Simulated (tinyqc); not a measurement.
Gated two-dimensional channel with two bands, quantum capacitance: one step of the calculation.

phi is the Fermi level above the lowest band edge, in volts; Vg is counted from the gate voltage at which an empty channel would have phi = 0. The channel has no thickness; trap charge is -q Dit phi.

Question. New phi. D1 = gv md m0 q/(pi hbar^2), D2 = g2 m2 m0 q/(pi hbar^2) per eV; n1 = D1 Vt ln(1 + exp(phi/Vt)), n2 = D2 Vt ln(1 + exp((phi - E2)/Vt)), n = n1 + n2; Cq = q dn/dphi = q [D1/(1 + exp(-phi/Vt)) + D2/(1 + exp((E2 - phi)/Vt))]. Newton: f = phi + q (n + Dit phi)/Cox - Vg, phi(new) = phi - f/(1 + (Cq + q Dit)/Cox).

Parameters, values chosen for the exercise; lowest band close to that of a thin In0.53Ga0.47As body:
- T = 150 K (temperature)
- md = 0.0495 m0 (in-plane mass)
- gv = 1 (valley degeneracy)
- m2 = 0.063 m0 (in-plane mass of a second band, chosen freely)
- g2 = 1 (valley degeneracy of that band, chosen freely)
- E2 = 0.13 eV (second band edge above the first)
- Dit = 0 cm^-2 eV^-1 (density of traps)
- Vg = 0.16 V (gate voltage)

Constants: q = 1.602176634e-19 C, kB = 1.380649e-23 J/K, hbar = 1.054571817e-34 J s, m0 = 9.1093837015e-31 kg, Vt = kB T/q. Results are converted to the units shown.

phi at the start = 0.16 V
Cox = 2.6355966 uF/cm^2

Wanted: n1; n2; Cq; f; phi after iteration 1.

Answer.

n1 = 3.3084e12 cm^-2
n2 = 8.2137e11 cm^-2
Cq = 7.1524 uF/cm^2
f = 0.25105 V
phi after iteration 1 = 0.092400 V

Numbers from tinyqc (`OMP_NUM_THREADS=1 python tinyqc.py 2200128 2200129 out.jsonl`; about 0.01 s on one thread of a shared Intel Xeon 2.30GHz).
